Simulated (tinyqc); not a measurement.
Comparisons within one model: tunnelling through a thin dielectric with one trap, as a tight-binding chain. A value that a table varies takes the place of the one given here.

Hopping -t everywhere, t = c/(m a^2), c = hbar^2/2m0; lead sites at 2t (band bottom 0), barrier sites 1 to N at 2t + phi, and site j has U besides. No voltage. Leads give S = -t exp(ika) on sites 1 and N, cos(ka) = 1 - E/(2t). T = (2 t sin(ka))^2 |G_1N|^2, G = (E - H - S)^-1. In the barrier cosh(q a) = 1 + (phi - E)/(2t).

Resonance: the lowest eigenvalue of H + S(E), iterated until its real part equals E (40 rounds from Eb = phi + 2t - sqrt(4t^2 + U^2), the level in an endless barrier). With v the normalised squared amplitudes of that state, Gamma_L = 2 t sin(ka) v_1, Gamma_R = 2 t sin(ka) v_N; Breit-Wigner T = Gamma_L Gamma_R/((E - Er)^2 + (Gamma_L + Gamma_R)^2/4).

Constants: hbar^2/2m0 = 3.80998211 eV angstrom^2.

Parameters, chosen for this exercise (barrier and mass of the size used for Al2O3 on silicon; not measured data): a = 3 angstrom (site spacing); m = 0.32 m0 (mass, the same in leads and barrier); phi = 2.06 eV (conduction edge of the barrier above that of the leads); N = 11 (barrier sites); j = 6 (site of the trap); U = -3.31 eV (extra energy on the trap site); E = 0.25 eV (electron energy).

## Transmission around the level

Er = 0.46829 eV

widths (meV): left 0.046365, right 0.046365

Energies Er + x (Gamma_L + Gamma_R).

T:

| x | E (eV) | chain | Breit-Wigner | no trap |
|---|---|---|---|---|
| -8.0 | 0.4676 | 0.00387 | 0.00389 | 3.20e-10 |
| -3.0 | 0.4680 | 0.0270 | 0.0270 | 3.21e-10 |
| -1.0 | 0.4682 | 0.200 | 0.200 | 3.21e-10 |
| -0.5 | 0.4682 | 0.500 | 0.500 | 3.21e-10 |
| 0.0 | 0.4683 | 1.00 | 1.00 | 3.22e-10 |
| 0.5 | 0.4683 | 0.500 | 0.500 | 3.22e-10 |
| 1.0 | 0.4684 | 0.200 | 0.200 | 3.22e-10 |
| 3.0 | 0.4686 | 0.0271 | 0.0270 | 3.22e-10 |
| 8.0 | 0.4690 | 0.00391 | 0.00389 | 3.23e-10 |

What does this show, and why?

At Er the chain gives 1.00, 3.11e+09 times the value without trap, and Breit-Wigner 1.00. In the wings the single pole gives 1.01 times the chain value at x = -8 and 0.995 times at x = 8, because the widths and the level shift change with energy.

## Where a trap does most harm

The trap is moved through the barrier. The area under the resonance, 2 pi Gamma_L Gamma_R/(Gamma_L + Gamma_R), sets the current through it.

Against position:

| j | Er (eV) | Gamma_L (meV) | Gamma_R (meV) | peak | area (meV) |
|---|---|---|---|---|---|
| 3 | 0.4624 | 24.6 | 8.32e-05 | 1.35e-05 | 0.000523 |
| 4 | 0.4676 | 3.06 | 0.000697 | 0.000911 | 0.00438 |
| 5 | 0.4682 | 0.377 | 0.00570 | 0.0586 | 0.0353 |
| 6 | 0.4683 | 0.0464 | 0.0464 | 1.00 | 0.146 |
| 7 | 0.4682 | 0.00570 | 0.377 | 0.0586 | 0.0353 |
| 8 | 0.4676 | 0.000697 | 3.06 | 0.000911 | 0.00438 |
| 9 | 0.4624 | 8.32e-05 | 24.6 | 1.35e-05 | 0.000523 |

What does this show, and why?

The area is largest at j = 6 (0.146 meV) and 279 times smaller at j = 3: the slower of the two steps limits the current, so traps in the middle carry most. Each site towards a lead multiplies its width by about 8.13, close to exp(2 q a) = 8.14 at Eb.

## Direct against trap-assisted paths

N odd, the trap in the middle, j = (N + 1)/2. Direct T is that without trap at the energy Er; area = 2 pi Gamma_L Gamma_R/(Gamma_L + Gamma_R). The exponents are the slopes of the logarithms between the last two rows, per angstrom.

Against thickness:

| N | N a (angstrom) | Er (eV) | direct T | area (meV) |
|---|---|---|---|---|
| 5 | 15.0 | 0.4561 | 8.87e-05 | 76.0 |
| 7 | 21.0 | 0.4669 | 1.40e-06 | 9.60 |
| 9 | 27.0 | 0.4681 | 2.13e-08 | 1.18 |
| 11 | 33.0 | 0.4683 | 3.22e-10 | 0.146 |
| 13 | 39.0 | 0.4683 | 4.86e-12 | 0.0179 |
| 15 | 45.0 | 0.4683 | 7.34e-14 | 0.00220 |
| 17 | 51.0 | 0.4683 | 1.11e-15 | 0.000270 |

exponents (1/angstrom): direct 0.6988, through the trap 0.3494

What can be read from the table?

The direct path falls as exp(-0.699 d) and the path through a central trap as exp(-0.349 d), 2.00 times more slowly, since each step crosses half the layer. From 5 to 17 sites the first loses 10.9 decades and the second 5.4: in thicker layers even few traps rule the leakage. Inelastic capture with phonons is left out.

## What each parameter does

Resonance and log10 T at E. Each row changes one parameter from the base and keeps the others.

Results:

| case | Er (eV) | Gamma_L (meV) | Gamma_R (meV) | log10 T |
|---|---|---|---|---|
| base | 0.4683 | 0.04636 | 0.04636 | -8.052 |
| m = 0.294 m0 | 0.5524 | 0.09498 | 0.09498 | -7.935 |
| phi = 2.16 eV | 0.5683 | 0.04821 | 0.04821 | -8.619 |
| N = 12 | 0.4683 | 0.04637 | 0.005698 | -9.018 |
| j = 5 | 0.4682 | 0.3772 | 0.005696 | -8.052 |
| U = -3.211 eV | 0.5452 | 0.05980 | 0.05980 | -8.319 |

How do the results move?

The largest shifts from the base row, up to three for each result and ties (the steps differ in size, so this ranks the rows, not the parameters). Er (eV): phi +0.1000, m +0.0841, U +0.0769; unchanged at the printed digits by N. Gamma_L (meV): j +0.331, m +0.0486, U +0.0134. Gamma_R (meV): m +0.0486, j -0.0407, N -0.0407. log10 T: N -0.966, phi -0.566, U -0.267; unchanged at the printed digits by j.

Computed by tinyqc, a small Python program: `OMP_NUM_THREADS=1 python tinyqc.py 1482420 1482421 out.jsonl` (the numbers bound the seed that draws the inputs); one thread of a shared host (Intel(R) Xeon(R) Processor @ 2.30GHz), about 0.1 s for the whole set of steps.
